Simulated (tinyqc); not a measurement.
# Permittivity of the insulator from five potentials

Question. A node lies on a semiconductor-insulator interface. Steps: hs = tb/2 down into the semiconductor, ho = tox/1 up into the insulator, hy = L/4 sideways. The flux balance of its box reads eox (hy/ho)(above - node) + eps_r (hy/hs)(below - node) + [(eps_r hs + eox ho)/(2 hy)](left + right - 2 node) - q Na (hs/2) hy/eps0 = 0. Find eox.

Inputs (values chosen for the exercise); semiconductor permittivity close to that of silicon: relative permittivity of the semiconductor eps_r = 11.6; body thickness tb = 4 nm; insulator thickness tox = 2.1 nm; channel length L = 34 nm; acceptor density of the depleted body Na = 0 cm^-3.

Constants: q = 1.602176634e-19 C, eps0 = 8.8541878128e-14 F/cm where lengths are in cm. Results are converted to the units shown.

psi (V): node -0.0058565148, above -0.09, below 0.025861901, left 0.47, right -0.049342181

Answer. The balance is linear in eox.

eox = 7.50

Program tinyqc, `OMP_NUM_THREADS=1 python tinyqc.py 2480092 2480093 out.jsonl`; Intel Xeon 2.30GHz, shared host, one thread, about 0.1 s.
